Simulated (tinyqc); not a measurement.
Inside a calculation. Model: free and trapped electrons in a MOS channel with a dense trap tail.

Numbers from tinyqc (`OMP_NUM_THREADS=1 python tinyqc.py 2222198 2222199 out.jsonl`; about 0.02 s on one thread of a shared Intel Xeon 2.30GHz). Printed values are rounded.

p-type body, charge-sheet picture, full ionisation (an idealisation for deep acceptors), Boltzmann statistics for free electrons. e = Ec - EF at the surface. Acceptor-like traps of density D(E) = D0 + De exp(-E/Ew) at depth E below Ec, from 0 to Eu, hold n_t = integral of D(E)/(1 + exp((e - E)/Vt)). psi = Eg - Vt ln(Nv/Na) - e; N_dep = sqrt(2 eps0 eps_r Na (psi - Vt)/q); n_f = sqrt(N_dep^2 + 2 eps0 eps_r Vt Nc exp(-e/Vt)/q) - N_dep; Vg = Vfb + psi + q (N_dep + n_t + n_f)/Cox, Cox = eps0 eox/tox.

Parameters, values chosen for the exercise; band and dielectric values close to those of silicon:
- T = 250 K (temperature)
- Eg = 1.13 eV (band gap)
- eps_r = 11.5 (relative permittivity)
- Nc = 2.15e19 cm^-3 (conduction-band density of states at T)
- Nv = 1.99e19 cm^-3 (valence-band density of states at T)
- eox = 3.9 (relative permittivity of the insulator)
- tox = 36 nm (insulator thickness)
- Na = 4.7e16 cm^-3 (acceptor density)
- Vfb = -0.93 V (flat-band voltage without trapped charge)
- D0 = 1.1e11 cm^-2 eV^-1 (constant background density of acceptor-like traps)
- De = 6e12 cm^-2 eV^-1 (density of the tail at the conduction edge)
- Ew = 0.11 eV (decay energy of the tail)
- Eu = 0.93 eV (depth below Ec down to which the traps reach)
- mf = 190 cm^2/(V s) (mobility of free electrons)
- e = 0.069 eV (Ec - EF at the surface)

Constants: q = 1.602176634e-19 C, kB = 1.380649e-23 J/K, Vt = kB T/q, eps0 = 8.8541878128e-14 F/cm where lengths are in cm. Results are converted to the units shown.

## Trapped charge

Trapezoid rule on 12 equal steps from 0 to Eu, f = 1/(1 + exp((e - E)/Vt)).

| point | E (eV) | D(E) f (cm^-2 eV^-1) |
|---|---|---|
| 0 | 0 | 2.386488e11 |
| 1 | 0.0775 | 1.837536e12 |
| 2 | 0.155 | 1.547617e12 |
| 3 | 0.2325 | 8.343654e11 |
| 4 | 0.31 | 4.682800e11 |
| 5 | 0.3875 | 2.871128e11 |
| 6 | 0.465 | 1.975528e11 |
| 7 | 0.5425 | 1.532803e11 |
| 8 | 0.62 | 1.313949e11 |
| 9 | 0.6975 | 1.205762e11 |
| 10 | 0.775 | 1.152282e11 |
| 11 | 0.8525 | 1.125845e11 |
| 12 | 0.93 | 1.112776e11 |

n_t = 4.634881e11 cm^-2

With 1600 steps n_t = 4.638e11 cm^-2; the coarse value is 0.065 % below it.

## Charges and gate voltage

psi, N_dep, n_f and Vg as defined, with the n_t given; free share n_f/(n_f + n_t); apparent mobility mf n_f/(n_f + n_t); gate voltage spent on traps q n_t/Cox.

psi = 0.9306989 V
N_dep = 7.369722e11 cm^-2
n_f = 1.475762e11 cm^-2
Vg = 2.252350 V
free share = 24.15068 %
apparent mobility = 45.88630 cm^2/(V s)
gate voltage spent on traps = 0.7741732 V
